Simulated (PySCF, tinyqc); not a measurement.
MP2 on RHF in the sto-3g basis, frozen core, for BeH+, spin multiplicity 1, step by step. The lowest restricted solution is unstable here: a spin-polarised one lies 0.0016 hartree lower (PySCF). One step of it, computed by the program tinyqc.

Question. Second-order Moller-Plesset energy. E2 = sum_ijab (ia|jb) [2 (ia|jb) - (ib|ja)] / (e_i + e_j - e_a - e_b) over occupied i, j and virtual a, b; the opposite-spin part is (ia|jb)^2 / denominator, the rest is same-spin, and SCS-MP2 scales them by 6/5 and 1/3.

orbital energies (hartree): MO1 -4.997737, MO2 -0.663743, MO3 -0.254283, MO4 -0.127624, MO5 -0.127624, MO6 0.139965

Two-electron integrals over orbitals (pq|rs), unique and non-zero (hartree); the lowest 1 orbital is frozen and left out:
```
(22|22) 0.469811    (32|22) -0.066834   (32|32) 0.056358    (33|22) 0.324491
(33|32) 0.033538    (33|33) 0.435913    (42|42) 0.044913    (43|42) 0.033861
(43|43) 0.049212    (44|22) 0.351426    (44|32) 0.035662    (44|33) 0.386765
(44|44) 0.449859    (52|52) 0.044913    (53|52) 0.033861    (53|53) 0.049212
(54|54) 0.024249    (55|22) 0.351426    (55|32) 0.035662    (55|33) 0.386765
(55|44) 0.401360    (55|55) 0.449859    (62|22) 0.026942    (62|32) -0.053922
(62|33) -0.014690   (62|44) -0.067717   (62|55) -0.067717   (62|62) 0.119462
(63|22) -0.056727   (63|32) 0.051702    (63|33) 0.053520    (63|44) 0.032549
(63|55) 0.032549    (63|62) -0.058652   (63|63) 0.068272    (64|42) -0.026511
(64|43) -0.009152   (64|64) 0.023010    (65|52) -0.026511   (65|53) -0.009152
(65|65) 0.023010    (66|22) 0.475425    (66|32) -0.070500   (66|33) 0.351822
(66|44) 0.354484    (66|55) 0.354484    (66|62) 0.055495    (66|63) -0.060604
(66|66) 0.514091
```

Hartree-Fock energy = -14.62478592 hartree

Give: Terms; Pair energies; MP2 correlation energy; SCS-MP2 correlation energy; MP2 total energy.

Answer.

Terms:
```
i  j  a  b  (ia|jb)  (ib|ja)  denominator     term
2  2  6  6   0.1195   0.1195      -1.6074  -0.0089
2  2  3  3   0.0564   0.0564      -0.8189  -0.0039
2  2  6  3  -0.0539  -0.0539      -1.2132  -0.0024
2  2  3  6  -0.0539  -0.0539      -1.2132  -0.0024
2  2  4  4   0.0449   0.0449      -1.0722  -0.0019
2  2  5  5   0.0449   0.0449      -1.0722  -0.0019
```

Pair energies (hartree; pair i-j sums ij and ji):
```
pair  opposite spin  same spin
2-2         -0.0213          0
```

MP2 correlation energy = -0.021313 hartree

SCS-MP2 correlation energy = -0.025575 hartree

MP2 total energy = -14.646099 hartree
